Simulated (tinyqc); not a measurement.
## Trap density and cross-section from the conductance peak

Inverse problem. For a continuum of interface traps on an n-type substrate Gp/w peaks at 2 pi f tau = 1.9803 with the height 0.40237 q Dit, and tau = 1/(sn vth Nd exp(psi/Vt)) with psi = ps. Find Dit, tau and sn.

Inputs (values chosen for the exercise): temperature T = 300 K; donor density Nd = 1.4e17 cm^-3; band bending psi ps = -0.144 V; thermal velocity vth = 2.3e7 cm/s.

Constants: q = 1.602176634e-19 C, kB = 1.380649e-23 J/K, Vt = kB T/q. Results are converted to the units shown.

peak Gp/w = 167.61363 nF/cm^2
frequency of the peak = 1.0439441e6 Hz

Solution. The height gives Dit, the position tau, and tau with the surface density gives sn.

Dit = 2.600e12 cm^-2 eV^-1
tau = 3.019e-7 s
sn = 2.700e-16 cm^2

Computed by the program tinyqc: `OMP_NUM_THREADS=1 python tinyqc.py 2030136 2030137 out.jsonl`, one thread of a shared Intel Xeon 2.30GHz, about 0.01 s for the whole run.
